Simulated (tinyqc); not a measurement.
Worked calculation: inverse iteration on a symmetric matrix. One step of it, computed by the program tinyqc.

Question. Step 2. solve (A - shift) w = v; v' = w/|w| with its largest component positive (the first on a tie); lambda = v'^T A v'.

A, lower triangle:
```
,1,2,3,4
1,0.242000
2,0.711000,0.810000
3,0.936000,-0.439000,1.673000
4,-0.739000,0.534000,-0.486000,2.220000
```

vector after step 1: 0.399780  0.630833  0.515390  0.420236

shift = 0.330000

Give: vector after step 2; Rayleigh quotient after step 2.

Answer.

vector after step 2: 0.554  0.608  0.400  0.404

Rayleigh quotient after step 2 = 1.459
